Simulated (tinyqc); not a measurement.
Inside a calculation. Model: off-state leakage of single and stacked transistors.

tinyqc, about 0.03 s, one thread, Intel Xeon 2.30GHz (shared host): `OMP_NUM_THREADS=1 python tinyqc.py 2242267 2242268 out.jsonl` Printed values are rounded.

n-channel devices of unit width. Subthreshold current I(Vg, Vs, Vd) = I0 (T/300 K)^0.5 exp[(Vg - Vs - VT(T) - gb (Vs - Vb) + dd (Vd - Vs))/(nf Vt)] (1 - exp(-(Vd - Vs)/Vt)), VT(T) = VT - cT (T - 300 K). Gate-edge tunnelling Ig (Vd/1 V) exp(ag (Vd - 1 V)), for a gate at 0 V, and band-to-band leakage Ab u exp(-Bb/u), u = Vd - Vb + 1 V, flow at a drain held at V; both are taken as independent of T. In a stack of off transistors (all gates at 0 V) the same subthreshold current passes through each.

Inputs (values chosen for the exercise); values of the order met in bulk silicon logic transistors: temperature T = 330 K; supply voltage V = 0.9 V; threshold at 300 K, zero drain and body bias VT = 0.47 V; fall of the threshold with temperature cT = 0.5 mV/K; current at threshold at 300 K I0 = 0.5 uA/um; slope factor nf = 1.4; drain-induced lowering per volt dd = 0.08; rise of the threshold per volt of source-body bias gb = 0.09; gate-edge tunnelling current at 1 V Ig = 1e-6 uA/um; exponential slope of the gate current ag = 3.6 1/V; prefactor of band-to-band leakage at the drain Ab = 200 uA/(um V); its exponential voltage Bb = 28 V; body voltage Vb = 0 V.

Constants: q = 1.602176634e-19 C, kB = 1.380649e-23 J/K, Vt = kB T/q. Results are converted to the units shown.

## Leakage of one transistor

Vg = Vs = 0, Vd = V; effective threshold VT(T) - gb Vb - dd V.

effective threshold = 0.383 V
parts (nA/um): subthreshold 0.0348071, gate edge 6.27909e-4, band-to-band 0.151236
total = 0.186671 nA/um
shares (%): subthreshold 18.6463, gate edge 0.336372, band-to-band 81.0174

The band-to-band part is the largest.

## Starting value

Vx = dd V/(1 + gb + 2 dd), the solution for Vx well above Vt, rounded to three decimals.

Vx at the start = 0.058 V

## Iteration 1: new Vx

Stack of two, Vx the node between them: I_low = I(0, 0, Vx), I_up = I(0, Vx, V), f = ln(I_up/I_low), f' = -(1 + gb + 2 dd)/(nf Vt) - 1/(Vt (exp(Vx/Vt) - 1)) - 1/(Vt (exp((V - Vx)/Vt) - 1)), Vx(new) = Vx - f/f'.

I_low = 0.00557625 nA/um
I_up = 0.00633009 nA/um
f = 0.126799
f' = -36.6559 1/V
Vx after iteration 1 = 0.0614592 V

## Iteration 2: new Vx

As before.

I_low = 0.00571131 nA/um
I_up = 0.00571822 nA/um
f = 0.00120780
f' = -35.9753 1/V
Vx after iteration 2 = 0.0614927 V

## Iteration 3: new Vx

As before.

I_low = 0.00571258 nA/um
I_up = 0.00571258 nA/um
f = 1.02483e-7
f' = -35.9692 1/V
Vx after iteration 3 = 0.0614927 V

## Course of the iteration

Stop when the step is below 1e-11 V, or after 40 iterations.

Course of the iteration:
```
iteration,Vx before the step (V),step (V)
1,0.058,3.46e-3
2,0.0614592,3.36e-5
3,0.0614927,2.85e-9
4,0.0614927,< 1e-15
```

Converged in 4 iterations. The subthreshold current of the stack is 0.005713 nA/um, 6.09 times less than that of one transistor (the drain leakage is unchanged); the estimate exp[dd V (1 + gb + dd)/((1 + gb + 2 dd) nf Vt)] gives 5.43.
